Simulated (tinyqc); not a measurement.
# Thin film between two gates, subbands and threshold shift from confinement: effects of single changes

Undoped body with a flat potential across it, hard walls, transport along x. Three valley pairs (g = 2 each) with the longitudinal mass along x, y or z. Non-parabolicity enters the subband edges through E (1 + al E) = gamma, so E = 2 gamma/(1 + sqrt(1 + 4 al gamma)); motion within a subband is taken as parabolic with the band-edge mass. Energies are counted from the bulk band edge.

Parameters, values chosen for the exercise; masses close to those of silicon: temperature T = 300 K; longitudinal mass ml = 0.907 m0; transverse mass mt = 0.193 m0; non-parabolicity al = 0 1/eV; film thickness (along z) t = 5.2 nm; widening of the box by penetration into the insulator dl = 0.2 nm; gate capacitance per area of interface Cg = 1.6 uF/cm^2.

Constants: q = 1.602176634e-19 C, kB = 1.380649e-23 J/K, hbar = 1.054571817e-34 J s, m0 = 9.1093837015e-31 kg, Vt = kB T/q, hbar^2/(2 m0) = 0.0380998212 eV nm^2. Results are converted to the units shown.

Each table varies one quantity; the others keep the values above.

## Confinement against the film thickness

gamma = C (pi k/(t + dl))^2/mz, C = hbar^2/(2 m0). Each subband has N_k = g sqrt(mx my) m0 kB T/(pi hbar^2); without degeneracy n = exp(EF/Vt) sum N_k exp(-E_k/Vt). Classical value Nc times t, Nc = sum over valleys of 2 g (m m0 kB T/(2 pi hbar^2))^1.5 with m = (mx my mz)^(1/3). Threshold shift dVT = Vt ln(classical value/sum N_k exp(-E_k/Vt)). With degeneracy n = sum N_k F((EF - E_k)/Vt), F(x) = ln(1 + exp(x)); gate: Vg = EF + q n/(Cg P), P = 2 (both faces), summed over the 60 lowest subbands at most, with Vg counted from the value that would put EF at the bulk band edge of an empty body. The last two columns are for Vg = 0.5 V; sensitivity d(dVT)/dt by central differences between 0.99 and 1.01 times the value.

Results:
```
t (nm)  E_1 (meV)  gap to the next edge (meV)  dVT (mV)  sensitivity (mV/nm)  n/P (cm^-2)  share of the lowest subband (%)
2           85.66                       257.0     92.99               -64.97     3.724e12                            99.98
2.7         49.30                       147.9     64.20               -25.23     4.051e12                            97.95
3.6         28.71                       86.13     48.61               -13.01     4.336e12                            79.31
4.7         17.27                       51.80     36.10               -9.967     4.611e12                            53.34
6.3         9.813                       29.44     23.73               -5.627     4.845e12                            34.23
11          3.305                       9.915     11.02               -1.250     5.128e12                            17.07
15          1.794                       5.383     7.595              -0.5886     5.246e12                            11.93
20          1.016                       3.048     5.477              -0.3051     5.343e12                            8.634
```

Estimate the missing row, t = 8.4 nm.

Computed row:
```
t (nm)  E_1 (meV)  gap to the next edge (meV)  dVT (mV)  sensitivity (mV/nm)  n/P (cm^-2)  share of the lowest subband (%)
8.4         5.606                       16.82     15.67               -2.556     5.008e12                            23.56
```

With this row back in the table: As t grows from 2 to 20 nm, E_1 falls from 85.7 to 1.02 meV and dVT falls from 93.0 to 5.48 mV. E_1 goes as t^(-1.84) at the thin end (-2 for a parabolic band without penetration); a thickness error of 0.2 nm moves the threshold by 13 mV in the first row and 0.061 mV in the last. The charge per interface area rises from 3.72e12 to 5.34e12 cm^-2. For t = 2, 2.7 the body is too thin for bulk effective masses to be reliable. In every row the charge in the last two columns would bend the potential across the body noticeably, which is left out.

## Charge and subband filling against gate voltage

Same model as above.

Each subband has N_k = g sqrt(mx my) m0 kB T/(pi hbar^2). Cq = q dn/dEF.

Charge and subband filling against gate voltage:
```
Vg (V)  EF - E_1 (eV)  n (cm^-2)  n/P (cm^-2)  share of the lowest subband (%)  Cq/(Cg P)  total C/(Cg P)
-0.14         -0.1551   1.828e10      9.139e9                            56.42    0.03537         0.03416
-0.02        -0.06425   5.999e11     2.999e11                            55.60      1.134          0.5313
0.11         -0.02613   2.435e12     1.217e12                            53.14      4.309          0.8116
0.23        -0.008405   4.478e12     2.239e12                            50.62      7.464          0.8819
0.36         0.004558   6.815e12     3.408e12                            48.03      10.74          0.9148
0.48          0.01370   9.029e12     4.515e12                            45.83      13.60          0.9315
0.61          0.02180   1.146e13     5.732e12                            43.68      16.53          0.9429
0.73          0.02819   1.373e13     6.867e12                            41.90      19.08          0.9502
0.86          0.03428   1.621e13     8.104e12                            40.16      21.69          0.9559
```

What does the comparison show?

EF passes E_1 = 0.0142 eV at Vg = 0.309 V. The share of the lowest subband falls from 56.4 to 40.2 % and the total capacitance rises from 0.0342 to 0.956 of Cg P. In the last row 4.7 % of an added gate voltage goes into raising EF (from the last two rows). For Vg = 0.11, 0.23, 0.36, 0.48, 0.61, 0.73, 0.86 the charge would bend the potential across the body noticeably, which is left out.

tinyqc, about 0.06 s, one thread, Intel Xeon 2.30GHz (shared host): `OMP_NUM_THREADS=1 python tinyqc.py 2350047 2350048 out.jsonl`
